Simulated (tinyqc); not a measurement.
Undoped symmetric double-gate MOSFET, analytic potential model: output curve.

An undoped body of thickness ts between two equal insulators and tied gates; long channel, electrons only, n = ni exp((psi - V)/Vt) with V the quasi-Fermi potential (0 at the source, Vd at the drain), constant mobility, no quantisation. Across the body psi(x) = V - 2 Vt ln[(ts/(2 beta)) sqrt(q ni/(2 eps0 eps_r Vt)) cos(2 beta x/ts)], x from the centre. Q is the electron charge per area of the whole body.

ni = sqrt(Nc Nv) exp(-Eg/(2 Vt)), Eg in volts; r = eps_r tox/(eox ts); V0 = dphi + 2 Vt ln[(2/ts) sqrt(2 eps0 eps_r Vt/(q ni))]. beta (between 0 and pi/2) solves (Vg - V0 - V)/(2 Vt) = ln(beta) - ln(cos beta) + 2 r beta tan(beta). Q = 8 eps0 eps_r Vt beta tan(beta)/ts; I = mu (1/L)(4 eps0 eps_r/ts)(2 Vt)^2 [g(beta_s) - g(beta_d)] per width, g = beta tan(beta) - beta^2/2 + r beta^2 tan^2(beta), with beta_s at V = 0 and beta_d at V = Vd.

Inputs (values chosen for the exercise); material values those of a made-up semiconductor: temperature T = 273 K; band gap Eg = 1.22 eV; relative permittivity of the semiconductor eps_r = 11.9; conduction-band density of states at T Nc = 2.47e19 cm^-3; valence-band density of states at T Nv = 2.37e19 cm^-3; relative permittivity of the gate insulator eox = 21.2; insulator thickness tox = 5.1 nm; body thickness ts = 5 nm; gate work function less that of the intrinsic body dphi = 0.16 V; channel mobility mu = 120 cm^2/(V s); gate length L = 0.5 um; gate voltage Vg = 1.22 V.

Constants: q = 1.602176634e-19 C, kB = 1.380649e-23 J/K, Vt = kB T/q, eps0 = 8.8541878128e-14 F/cm where lengths are in cm. Results are converted to the units shown.

Results:
```
Vd (V)	Qd (nC/cm^2)	Qd/Qs	I (uA/um)
0.1	2241.8	0.77492	61.581
0.18	1736.5	0.60026	99.745
0.27	1193.0	0.41239	131.33
0.35	744.86	0.25748	149.86
0.44	311.78	0.10777	161.09
0.53	45.969	0.015890	164.51
0.61	2.1223	7.3363e-4	164.80
0.78	0.0015680	5.4203e-7	164.81
```

Estimate the missing row, Vd = 0.7 V.

Computed row:
```
Vd (V)	Qd (nC/cm^2)	Qd/Qs	I (uA/um)
0.7	0.046997	1.6245e-5	164.81
```

With this row back in the table: The current rises from 61.6 to 165 uA/um, while the charge at the drain end falls from 0.77 to 5.4e-7 of that at the source. The current first comes within 1 % of its last value at Vd = 0.53 V among the rows. Over the last rows Qd falls by a factor of e for each Vt of drain voltage: the drain end is in weak inversion. In every row the surface density at the source passes 0.3 Nc, where Boltzmann statistics fail. In every row the body is thin enough for quantum confinement, left out here, to raise the threshold.

Program tinyqc, `OMP_NUM_THREADS=1 python tinyqc.py 2440025 2440026 out.jsonl`; Intel Xeon 2.30GHz, shared host, one thread, about 0.03 s.
